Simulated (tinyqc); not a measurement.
Vacuum evaporation: vapour pressure, source flux, thickness distribution, purity and step coverage: one step, computed by the program tinyqc. Command: `OMP_NUM_THREADS=1 python tinyqc.py 3113336 3113337 out.jsonl evap walk`. One thread of a shared host (Intel(R) Xeon(R) Processor @ 2.30GHz), about 0.01 s of CPU time with the checks.

Molecular flow, unit sticking of the metal, no re-evaporation. The background gas is taken as water vapour (18.015 g/mol, collision diameter 0.37 nm) at 300 K.

Question. Offset source and rotation. Rotating wafer, source offset by s and facing upwards: thickness at radius r is the mean over the angle a of (1 + (r^2 + s^2 - 2 r s cos a)/h^2)^(-(n + 3)/2), by 360 equal steps; non-uniformity (max - min)/(max + min) over 21 radii from 0 to R.

Inputs (values chosen for the exercise, modelled on copper, with constants for the liquid):

| quantity | value | unit |
|---|---|---|
| directionality n | 3 | - |
| source-to-wafer distance h | 68 | cm |
| wafer radius R | 10 | cm |
| source offset from the axis s/h | 0.81 | - |

Give: centre thickness relative to an axial source; edge over centre, rotating; non-uniformity, rotating.

Answer.

centre thickness relative to an axial source = 0.22016

edge over centre, rotating = 1.0223

non-uniformity, rotating = 1.1016 %
